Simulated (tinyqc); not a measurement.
Inside a calculation. Method: tight binding, honeycomb lattice. One step of it, computed by the program tinyqc.

Question. Bloch Hamiltonian at K. H_AB = -t1 (1 + exp(-i k.a1) + exp(-i k.a2)); H_AA = delta - 2 t2 sum cos(k.b + phi), H_BB = -delta - 2 t2 sum cos(k.b - phi), b = a1, a2 - a1, -a2.

Parameters chosen for this model:
```
parameter     value                        unit
t1         1.680000                 eV, nearest
t2         0.150000       eV, second neighbours
phi        1.570000  rad, phase of t2 (Haldane)
delta      0.760000          eV, +/- on A and B
```

k point K (fractions of the reciprocal vectors): 0.333333  0.666667

Give: H(k) at K.

Answer.

H(k) at K (eV):
```
        A        B
A  1.5398   0.0000
B  0.0000  -1.5391
```
